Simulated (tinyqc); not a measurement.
Inside a calculation. Method: plane-wave Kohn-Sham cycle with exchange-only LDA in a layered model solid. Computed by tinyqc, a small Python program that keeps every step. Settings: points = 16, plane-wave index or count = 3, electrons = 4, k points = 4, area = 18.0, mixing = 1.0, iteration cap = 51. Command: `OMP_NUM_THREADS=1 python tinyqc.py 31483 31484 out.jsonl` (the two numbers bound the seeds that draw the settings). One thread of a shared host (Intel(R) Xeon(R) Processor @ 2.60GHz), about 0.03 s of CPU time with the checks. Later iterations appear only in the table of the cycle.

## Iteration 1: potential

A solid whose potential varies along x alone (atomic units):
```
parameter,value
period a,12.300000
cross-section of the cell,18.000000
electrons per cell,4
grid points,16
"plane waves -n..n, n",3
k points,4
V1 in V1 cos(2 pi x/a),-0.520000
V2 in V2 cos(4 pi x/a),0.160000
```

density at the start, on the grid x_j = j a/N (e/bohr^3): 0.018067  0.018067  0.018067  0.018067  0.018067  0.018067  0.018067  0.018067  0.018067  0.018067  0.018067  0.018067  0.018067  0.018067  0.018067  0.018067

V_H(G) = 4 pi rho(G)/G^2 for G != 0 (uniform background); v_x = -(3 rho/pi)^(1/3); V = V_ext + V_H + v_x; Fourier components f(G_m) = (1/N) sum_j f(x_j) exp(-i G_m x_j).

Potentials on the grid (hartree):
```
x,V_ext,V_H,v_x,V
0.0000,-0.3600,0.0000,-0.2584,-0.6184
0.7688,-0.3673,0.0000,-0.2584,-0.6257
1.5375,-0.3677,0.0000,-0.2584,-0.6261
2.3062,-0.3121,0.0000,-0.2584,-0.5705
3.0750,-0.1600,0.0000,-0.2584,-0.4184
3.8438,0.0859,0.0000,-0.2584,-0.1725
4.6125,0.3677,0.0000,-0.2584,0.1093
5.3812,0.5936,0.0000,-0.2584,0.3352
6.1500,0.6800,0.0000,-0.2584,0.4216
6.9188,0.5936,0.0000,-0.2584,0.3352
7.6875,0.3677,0.0000,-0.2584,0.1093
8.4563,0.0859,0.0000,-0.2584,-0.1725
9.2250,-0.1600,0.0000,-0.2584,-0.4184
9.9938,-0.3121,0.0000,-0.2584,-0.5705
10.7625,-0.3677,0.0000,-0.2584,-0.6261
11.5312,-0.3673,0.0000,-0.2584,-0.6257
```

V(G_m), m = 0, 1, 2, ... (hartree): -0.2584  -0.2600  0.0800  0.0000  0.0000  0.0000  0.0000

## Iteration 1: Hamiltonian at one k

k = 0.1250 2 pi / a

H(m,m') = (k + G_m)^2/2 delta + V(G_m - G_m'), with V(-G) = V(G).

H (hartree):
```
,-3,-2,-1,+0,+1,+2,+3
-3,0.8200,-0.2600,0.0800,0.0000,0.0000,0.0000,0.0000
-2,-0.2600,0.2003,-0.2600,0.0800,0.0000,0.0000,0.0000
-1,0.0800,-0.2600,-0.1585,-0.2600,0.0800,0.0000,0.0000
+0,0.0000,0.0800,-0.2600,-0.2564,-0.2600,0.0800,0.0000
+1,0.0000,0.0000,0.0800,-0.2600,-0.0933,-0.2600,0.0800
+2,0.0000,0.0000,0.0000,0.0800,-0.2600,0.3308,-0.2600
+3,0.0000,0.0000,0.0000,0.0000,0.0800,-0.2600,1.0158
```

## Iteration 1: levels at that k

Diagonalise the Hermitian matrix.

eigenvalues (hartree): -0.5423  -0.3243  -0.0449  0.2558  0.4400  0.9458  1.1286

## Iteration 1: new density

Motion across x is left out: the lowest 2 band(s) hold two electrons at each of the k points (j + 1/2)/nk - 1/2. Residual R = rho(out) - rho(in); rho(new) = rho(in) + 1 R. rho(out) = 2/(a A nk) sum |psi|^2 with psi = sum c exp(i G x). Harris energy E = band energy - dV sum rho (V_H/2 + v_x) + (3/4) dV sum rho v_x with rho(in), dV = a A/N, band energy = (2/nk) sum of the filled levels.

rho(out) (e/bohr^3): 0.027920  0.033185  0.039078  0.032691  0.017850  0.006175  0.001342  0.000216  0.000073  0.000216  0.001342  0.006175  0.017850  0.032691  0.039078  0.033185

density after iteration 1 (e/bohr^3): 0.027920  0.033185  0.039078  0.032691  0.017850  0.006175  0.001342  0.000216  0.000073  0.000216  0.001342  0.006175  0.017850  0.032691  0.039078  0.033185

energy per cell = -1.475638 hartree

## Iteration 2: potential

As before.

Potentials on the grid (hartree):
```
x,V_ext,V_H,v_x,V
0.0000,-0.3600,0.9147,-0.2987,0.2559
0.7688,-0.3673,0.8744,-0.3164,0.1907
1.5375,-0.3677,0.7214,-0.3342,0.0196
2.3062,-0.3121,0.4207,-0.3149,-0.2063
3.0750,-0.1600,0.0168,-0.2574,-0.4006
3.8438,0.0859,-0.3878,-0.1807,-0.4826
4.6125,0.3677,-0.7085,-0.1086,-0.4495
5.3812,0.5936,-0.9073,-0.0591,-0.3728
6.1500,0.6800,-0.9740,-0.0412,-0.3353
6.9188,0.5936,-0.9073,-0.0591,-0.3728
7.6875,0.3677,-0.7085,-0.1086,-0.4495
8.4563,0.0859,-0.3878,-0.1807,-0.4826
9.2250,-0.1600,0.0168,-0.2574,-0.4006
9.9938,-0.3121,0.4207,-0.3149,-0.2063
10.7625,-0.3677,0.7214,-0.3342,0.0196
11.5312,-0.3673,0.8744,-0.3164,0.1907
```

V(G_m), m = 0, 1, 2, ... (hartree): -0.2177  0.1567  0.0899  -0.0095  -0.0013  0.0004  0.0003

## Iteration 2: Hamiltonian at one k

k = 0.1250 2 pi / a

As before.

H (hartree):
```
,-3,-2,-1,+0,+1,+2,+3
-3,0.8608,0.1567,0.0899,-0.0095,-0.0013,0.0004,0.0003
-2,0.1567,0.2410,0.1567,0.0899,-0.0095,-0.0013,0.0004
-1,0.0899,0.1567,-0.1178,0.1567,0.0899,-0.0095,-0.0013
+0,-0.0095,0.0899,0.1567,-0.2156,0.1567,0.0899,-0.0095
+1,-0.0013,-0.0095,0.0899,0.1567,-0.0525,0.1567,0.0899
+2,0.0004,-0.0013,-0.0095,0.0899,0.1567,0.3715,0.1567
+3,0.0003,0.0004,-0.0013,-0.0095,0.0899,0.1567,1.0565
```

## Iteration 2: levels at that k

As before.

eigenvalues (hartree): -0.3597  -0.2310  0.0165  0.2813  0.4179  0.9145  1.1043

## Iteration 2: new density

As before.

rho(out) (e/bohr^3): 0.000341  0.000787  0.003501  0.011864  0.025649  0.035845  0.033767  0.023771  0.018360  0.023771  0.033767  0.035845  0.025649  0.011864  0.003501  0.000787

density after iteration 2 (e/bohr^3): 0.000341  0.000787  0.003501  0.011864  0.025649  0.035845  0.033767  0.023771  0.018360  0.023771  0.033767  0.035845  0.025649  0.011864  0.003501  0.000787

energy per cell = -1.993265 hartree

## Convergence

Stop when sqrt(dV sum R^2) is below 1e-8, dV = a A/N.

Course of the cycle:
```
iteration,E (hartree),norm of the residual
1,-1.475638,2.25e-01
2,-1.993265,4.02e-01
3,-3.678016,4.77e-01
4,-3.049224,5.02e-01
5,-4.295112,5.06e-01
6,-3.099490,5.07e-01
7,-4.318596,5.07e-01
8,-3.100871,5.07e-01
9,-4.319241,5.07e-01
10,-3.100908,5.07e-01
11,-4.319258,5.07e-01
...,...,...
41,-4.319258,5.07e-01
42,-3.100909,5.07e-01
43,-4.319258,5.07e-01
44,-3.100909,5.07e-01
45,-4.319258,5.07e-01
46,-3.100909,5.07e-01
47,-4.319258,5.07e-01
48,-3.100909,5.07e-01
49,-4.319258,5.07e-01
50,-3.100909,5.07e-01
51,-4.319258,5.07e-01
```

Not converged within 51 iterations: the residual has stopped falling: the iteration swings between two states. Reruns (cap 100 unless said): mixing 0.1: not converged; mixing 0.5, Kerker q0 1.0: converged in 59 (E = -0.96599); mixing 0.3, Pulay depth 5: converged in 15 (E = -0.96599); the original settings with a cap of 400: not converged.
